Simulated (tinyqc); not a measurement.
# On-chip interconnect, size-dependent resistivity and RC delay: two metals against line width

A rectangular line between two neighbours and two ground planes. Surface and grain-boundary scattering are added to the bulk resistivity as corrections; capacitances are parallel-plate values without fringing; inductance is ignored.

Metal width x = wd - 2 tl, height y = AR wd - tl; grain boundaries (Mayadas-Shatzkes): al = (lam/(gr x)) Rg/(1 - Rg), g = 1/[1 - 3 al/2 + 3 al^2 - 3 al^3 ln(1 + 1/al)] - 1; surfaces (Fuchs-Sondheimer, thick limit): s = (3/8) lam (1 - ps)(1/x + 1/y); rho = rho0 (1 + g + s); r = rho/(x y). The second metal has rho2, lam2 and tl2 in place of rho0, lam and tl; ps, Rg, gr and AR are shared.

Parameters, values chosen for the exercise; metal values close to those of copper: bulk resistivity rho0 = 1.72 uohm cm; bulk mean free path lam = 40.6 nm; specular share of surface scattering ps = 0; reflection coefficient of grain boundaries Rg = 0.45; grain size over the metal width gr = 1; aspect ratio, height over width AR = 1.3; liner on both walls and the bottom, not conducting tl = 1.9 nm; space to the neighbouring lines sp = 9.8 nm; dielectric height to the planes above and below hd = 22 nm; relative permittivity of the dielectric ek = 4.2; Miller factor of the neighbours Mf = 1; bulk resistivity of the second metal (close to tungsten) rho2 = 5.45 uohm cm; mean free path of the second metal lam2 = 15.8 nm; liner of the second metal tl2 = 0.5 nm.

Constants: eps0 = 8.8541878128e-12 F/m. Results are converted to the units shown.

Results:
```
wd (nm),"rho, first (uohm cm)","rho, second (uohm cm)","r, first (ohm/um)","r, second (ohm/um)",ratio second/first
6.5,43.74,32.76,2.473e4,7492,0.3029
8,29.28,27.03,8202,3900,0.4755
10,20.69,22.33,3007,1985,0.6600
13,14.69,18.19,1065,924.1,0.8679
17,10.87,15.06,407.5,435.8,1.069
30,6.415,10.82,66.00,96.88,1.468
45,4.738,9.016,20.32,35.33,1.739
70,3.619,7.742,6.135,12.40,2.021
120,2.815,6.790,1.572,3.670,2.335
```

Estimate the missing row, wd = 22 nm.

Computed row:
```
wd (nm),"rho, first (uohm cm)","rho, second (uohm cm)","r, first (ohm/um)","r, second (ohm/um)",ratio second/first
22,8.415,12.81,173.2,217.1,1.254
```

With this row back in the table: The resistivity of the first metal falls from 43.7 to 2.81 uohm cm and that of the second goes from 32.8 to 6.79 uohm cm as the line widens. The products rho0 lam, which set the size effect, are 69.8 and 86.1 uohm cm nm. The two resistances cross at wd = 15.5 nm: below it the second metal gives the lower line resistance. For widths well under the mean free path the thick-limit surface term is only a guide.

Range of the model: The metal width is under the mean free path, where the thick-limit surface term and the simple sum of corrections lose accuracy.

tinyqc, about 0.01 s, one thread, Intel Xeon 2.30GHz (shared host): `OMP_NUM_THREADS=1 python tinyqc.py 2100151 2100152 out.jsonl`
